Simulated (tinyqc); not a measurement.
The three schemes as the step is halved: finite-difference solution of the diffusion equation on a small grid. Computed by tinyqc, a small Python program. Command: `OMP_NUM_THREADS=1 python tinyqc.py 3029842 3029843 out.jsonl fdiff walk`. One thread of a shared host (Intel(R) Xeon(R) Processor @ 2.30GHz), about 0.01 s of CPU time with the checks.

dC/dt = D d2C/dx2 on nodes x_j = j dx, j = 0..8; the far end is sealed.

Inputs (values chosen for the exercise):
```
quantity,value,unit
diffusivity D,18,nm^2/s
grid spacing dx,10,nm
time step dt,1.8,s
final time t_f,54,s
loss velocity h,0.28,nm/s
```

Boundary at x = 0: surface loss. Scheme: explicit.

start values C_j, j = 0, 1, ... (% of a reference): [68.1, 100, 76.3, 32.5, 11.6, 0, 0, 0, 0]

Method:
- The operator M acts as (M C)_j = C_(j-1) - 2 C_j + C_(j+1); at the sealed far end a mirror node gives 2 C_(N-2) - 2 C_(N-1); at j = 0, the outward flux h C_0 gives 2 C_1 - (2 + 2 h dx/D) C_0.
- r = D dt/dx^2.
- The mode of M with eigenvalue mu has its amplitude multiplied per step by g = (1 + (1 - theta) r mu)/(1 - theta r mu), with theta = 0 explicit, 1 implicit, 1/2 Crank-Nicolson; the explicit scheme is stable for r up to 2/|mu_min|.
- With r = D dt/dx^2: (1 - theta r M) C(new) = (1 + (1 - theta) r M) C(old); theta = 0 explicit, 1 implicit, 1/2 Crank-Nicolson.
- Each run reaches t_f in n equal steps; errors are the largest difference from exp(M D t_f/dx^2) C(0). A dash marks unstable explicit runs.

largest stable r of the explicit scheme = 0.496198

Largest error at t_f (%):
```
steps n,r,explicit,implicit,Crank-Nicolson
4,2.4300,-,3.5447,2.8237e+00
8,1.2150,-,1.7911,8.1714e-02
16,0.6075,-,0.8991,1.9242e-02
32,0.3038,0.45214,0.4504,4.8168e-03
64,0.1519,0.22582,0.2254,1.2046e-03
128,0.0759,0.11285,0.1127,3.0117e-04
256,0.0380,0.05641,0.0564,7.5295e-05
```

What does the comparison show, and why?

From the last two rows, halving the step divides the error by 2.00 (explicit), 2.00 (implicit), 4.00 (Crank-Nicolson): a factor 2 marks first order in dt and 4 second order. The explicit scheme needs n of at least 20 to be stable; the other two are stable at any step.

Extremes, crossings and ranges named in words are read from the listed rows.
